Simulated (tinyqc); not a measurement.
Ideality, saturation current and resistance from three points.

Problem. Well above the saturation current a diode obeys V = n Vt ln(I/I0) + I Rs. Find n, Rs and I0.

Parameters, values chosen for the exercise: temperature T = 300 K.

Constants: q = 1.602176634e-19 C, kB = 1.380649e-23 J/K, Vt = kB T/q. Results are converted to the units shown.

currents (A): [2e-6, 0.0006, 0.02]
voltages (V): [0.68879297, 0.92624862, 1.0739630]

Solution. V is linear in the three unknowns n Vt, Rs and -n Vt ln I0, so three points give a linear system.

n = 1.610
Rs = 0.09100 ohm
I0 = 1.300e-13 A

Computed by the program tinyqc: `OMP_NUM_THREADS=1 python tinyqc.py 2260031 2260032 out.jsonl`, one thread of a shared Intel Xeon 2.30GHz, about 0.01 s for the whole run.
